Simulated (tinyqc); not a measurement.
Current of a Schottky diode by thermionic-emission-diffusion theory, and its read-back from I-V-T and C-V data: one step, computed by the program tinyqc. Command: `OMP_NUM_THREADS=1 python tinyqc.py 3014933 3014934 out.jsonl schottky walk`. One thread of a shared host (Intel(R) Xeon(R) Processor @ 2.30GHz), about 0.01 s of CPU time with the checks.

Full ionisation, no tunnelling, no recombination current. V is the voltage across the junction itself, forward positive.

Question. Read-back from the I-V curve. N_c(T) = N_c (T/300 K)^(3/2); V_bi = phi_0 - (k_B T/e) ln(N_c(T)/N); surface field F = sqrt(2 e N (V_bi - V - k_B T/e)/(eps eps_0)); image lowering d_phi = sqrt(e F/(4 pi eps eps_0)); effective barrier phi = phi_0 - d_phi - sigma^2 (1 - rho V)/(2 k_B T). Collection velocity v_R = A* T^2/(e N_c(T)); diffusion velocity v_D = mu F; J = e N_c(T) v_R/(1 + v_R/v_D) exp(-phi/k_B T) [exp(e V/k_B T) - 1]. Ideality n = (e/k_B T)/(d ln J/dV) by a central difference of +/- 1 mV; J_0 = J exp(-e V/(n k_B T)); apparent barrier phi_IV = k_B T ln(A* T^2/J_0); a C-V plot gives phi_CV = phi_0, the mean without lowering.

Inputs (values chosen for the exercise, modelled on n-type Ga2O3):
```
quantity                                     value          unit
Richardson constant A*                        32.3  A/(cm^2 K^2)
effective density of states at 300 K, N_c  3.8e+18        1/cm^3
permittivity eps                              10.2             -
mobility mu                                    110    cm^2/(V s)
barrier without image force phi_0 (mean)      1.19            eV
doping N                                     1e+16        1/cm^3
junction voltage V                            0.58             V
temperature T                                  350             K
standard deviation sigma                       100           meV
relative change of sigma^2 with bias, rho      0.6           1/V
```

Barrier: Gaussian spread of heights.

Constants: k_B = 8.617333262e-05 eV/K; e = 1.602176634e-19 C; eps_0 = 8.8541878128e-12 F/m.

Give: ideality factor n; extrapolated J_0; apparent barrier phi_IV; phi_CV - phi_IV.

Answer.

ideality factor n = 1.157

extrapolated J_0 = 1.339e-08 A/cm^2

apparent barrier phi_IV = 1.005 eV

phi_CV - phi_IV = 185.1 meV
